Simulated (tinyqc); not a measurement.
# Which input was changed?

Model: donor in an ellipsoidal valley (Kohn-Luttinger variational method). Computed by tinyqc, a small Python program. Command: `OMP_NUM_THREADS=1 python tinyqc.py 3006020 3006021 out.jsonl kohnlutt which`. One thread of a shared host (Intel(R) Xeon(R) Processor @ 2.30GHz), about 0.3 s of CPU time with the checks.

H = -(d^2/dx^2 + d^2/dy^2) - gamma d^2/dz^2 - 2/r in units built on m_t, with gamma = m_t/m_l and z along the valley axis. One valley; no valley-orbit or central-cell term.

Inputs (values chosen for the exercise, modelled on silicon): transverse mass m_t = 0.191 m_0; longitudinal mass m_l = 0.889 m_0; dielectric constant eps = 11.7.

Constants: Ry = 13.605693123 eV; a_0 = 0.529177210903 angstrom.

Method:
- Ry* = Ry m_t/eps^2, a* = a_0 eps/m_t, gamma = m_t/m_l.
- Trial function exp(-sqrt((x^2 + y^2)/a^2 + z^2/b^2)) with beta = b/a < 1: E = t/a^2 - u/a, t = (2 + gamma/beta^2)/3, u = 2 arcsin(sqrt(1 - beta^2))/sqrt(1 - beta^2); the best a is 2 t/u and E(beta) = -u^2/(4 t).
- Golden-section search on beta from 0.05 to 0.999, 60 steps.
- Gaussian basis: g = P exp(-al (x^2 + y^2) - be z^2) with P = 1 (s-like), z (2p0) or x (2p+-); al = 0.004 x 2.6^k, k = 0..11, and be/al = 1, gamma^(-1/2) or 1/gamma (36 functions); 1/r = (2/sqrt(pi)) int exp(-t^2 r^2) dt by 48 Gauss-Legendre points after t = sqrt(al_i + al_j) tan(theta); overlap eigenvalues below 1e-10 are dropped.

Task: One of these inputs alone was changed, within the range given: transverse mass m_t (0.0955 to 0.382); longitudinal mass m_l (0.4445 to 1.778); dielectric constant eps (5.85 to 23.4). Which one, and to what value?

Results; columns: (1) run; (2) 2p0 binding energy (meV); (3) radius a of the 1s trial function (angstrom); (4) radius b of the 1s trial function (angstrom):
```
(1)          (2)       (3)       (4)
before  10.77223  24.38231  14.17240
after   14.45555  21.04798  12.23429
```

Result:

Each candidate set to reproduce 2p0 binding energy, and what it then gives; columns: (1) candidate; (2) range searched; (3) value needed; (4) radius a of the 1s trial function (angstrom); (5) radius b of the 1s trial function (angstrom):
```
(1)                                      (2)     (3)     (4)     (5)
transverse mass m_t (m_0)    0.0955 to 0.382  0.3404  15.070  10.725
longitudinal mass m_l (m_0)  0.4445 to 1.778   1.742  22.108  10.173
dielectric constant eps         5.85 to 23.4   10.10  21.048  12.234
```

Only dielectric constant eps fits every result: it went from 11.7 to 10.1. The next best candidate, longitudinal mass m_l, misses one result by 17 %.
